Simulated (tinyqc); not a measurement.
Yield against design margin.

Cells fail independently with probability Q(k) = erfc(k/sqrt(2))/2 when the margin is k standard deviations, and Y = exp(-Nb Q(k)). phi = exp(-k^2/2)/sqrt(2 pi).  k = margin/s(dVT). With one spare that repairs any one cell, Y1 = exp(-x)(1 + x), x = Nb Q(k).

Parameters, values chosen for the exercise:
- Nb = 33554432 (number of cells)

s(dVT) = 18.6 mV

Yield against design margin:
```
M (mV)      k       Q(k)  expected failures x        Y       Y1
96      5.161   1.226e-7                4.115  0.01633  0.08353
103     5.538   1.533e-8               0.5144   0.5979   0.9054
108     5.806   3.191e-9               0.1071   0.8985   0.9947
113     6.075  6.189e-10              0.02077   0.9794   0.9998
120     6.452  5.533e-11             0.001857   0.9981    1.000
127     6.828  4.307e-12             1.445e-4   0.9999    1.000
134     7.204  2.917e-13             9.788e-6    1.000    1.000
144     7.742  4.896e-15             1.643e-7    1.000    1.000
```

Over a change of the margin from 96 to 144 mV, k goes from 5.16 to 7.74, the expected failures fall by 7.4 decades and the yield goes from 0.0163 to 1.000. The spare helps most at M = 103 mV among the rows, where it lifts the yield from 0.598 to 0.905.

Program tinyqc, `OMP_NUM_THREADS=1 python tinyqc.py 2090095 2090096 out.jsonl`; Intel Xeon 2.30GHz, shared host, one thread, about 0.01 s.
